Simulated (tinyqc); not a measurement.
Long-channel MOSFET, surface-potential model: one step of the calculation.

n-channel transistor on a uniformly doped p-type body, gradual-channel approximation, constant mobility, Boltzmann statistics, full ionisation. Potentials are counted from the neutral body; V is the electron quasi-Fermi potential, Vsb at the source and Vsb + Vds at the drain. Charges are magnitudes per area.

Task. Inversion charge along the channel. The surface potential psi at channel potential V solves Vgs + Vsb - Vfb - psi = gamma sqrt(G), G = psi - Vt + Vt exp((psi - 2 phiF - V)/Vt). Charge sheet: Qi = Cox gamma [sqrt(G) - sqrt(psi - Vt)]. Pao-Sah: Qi = (Cox gamma/2) integral from 3 Vt to psi of exp((u - 2 phiF - V)/Vt)/sqrt(G(u, V)) du.

Values chosen for this exercise; material values close to those of silicon: temperature T = 300 K; flat-band voltage Vfb = -0.47 V; source-body reverse bias Vsb = 0 V; gate-source voltage Vgs = 0.81 V.

Constants: q = 1.602176634e-19 C, kB = 1.380649e-23 J/K, Vt = kB T/q. Results are converted to the units shown.

| point | V (V) |
|---|---|
| 0 | 0 |
| 1 | 0.02 |
| 2 | 0.04 |
| 3 | 0.06 |
| 4 | 0.08 |
| 5 | 0.1 |
| 6 | 0.12 |
| 7 | 0.14 |
| 8 | 0.16 |
| 9 | 0.18 |
| 10 | 0.2 |

phiF = 0.38097866 V
Cox = 0.73194619 uF/cm^2
gamma = 0.15478423 V^0.5

Give: psi; Qi, charge sheet; Qi, Pao-Sah.

Result.

| point | psi (V) | Qi, charge sheet (nC/cm^2) | Qi, Pao-Sah (nC/cm^2) |
|---|---|---|---|
| 0 | 0.8990 | 173.00 | 174.98 |
| 1 | 0.9161 | 159.45 | 161.27 |
| 2 | 0.9330 | 146.05 | 147.72 |
| 3 | 0.9498 | 132.81 | 134.34 |
| 4 | 0.9663 | 119.77 | 121.15 |
| 5 | 0.9825 | 106.95 | 108.19 |
| 6 | 0.9984 | 94.385 | 95.481 |
| 7 | 1.0139 | 82.125 | 83.083 |
| 8 | 1.0290 | 70.229 | 71.052 |
| 9 | 1.0436 | 58.775 | 59.468 |
| 10 | 1.0574 | 47.871 | 48.439 |

At the source the charge-sheet charge is 1.1 % below the Pao-Sah one.

tinyqc, about 0.05 s, one thread, Intel Xeon 2.30GHz (shared host): `OMP_NUM_THREADS=1 python tinyqc.py 2360025 2360026 out.jsonl`
